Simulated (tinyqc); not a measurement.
Inside a calculation. Method: CIS on RHF in the sto-6g basis, for H3+, spin multiplicity 1. One step of it, computed by the program tinyqc.

Problem. CIS triplet states. Diagonalise A (1 hartree = 27.211386 eV); each vector has its largest component positive (the first on a tie).

CIS matrix A, triplet (hartree), order 1>2, 1>3:
```
[[0.463712, -0.000004],
 [-0.000004, 0.522094]]
```

Give: triplet excitation energies; lowest vectors.

Solution.

triplet excitation energies (eV): [12.618, 14.207]

lowest vectors, order 1>2, 1>3:
```
[[1.000, 0.000],
 [0.000, 1.000]]
```
